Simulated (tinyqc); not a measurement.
Worked calculation: power iteration on a symmetric matrix. One step of it, computed by the program tinyqc.

Task: Step 2. w = (A - shift) v; v' = w/|w| with its largest component positive (the first on a tie); lambda = v'^T A v'.

A, lower triangle:
```
           1          2          3         4         5
1   0.080000
2   0.079000   0.910000
3  -0.132000   0.690000   0.928000
4  -0.049000  -0.423000   1.050000  0.988000
5   0.173000  -0.726000  -0.862000  0.057000  0.995000
```

vector after step 1: 0.476357  0.286115  -0.288123  -0.262523  0.734363

shift = 1.100000

Give: vector after step 2; Rayleigh quotient after step 2.

Result:

vector after step 2: 0.2655  0.5933  0.6742  0.3495  -0.0288

Rayleigh quotient after step 2 = 1.7637
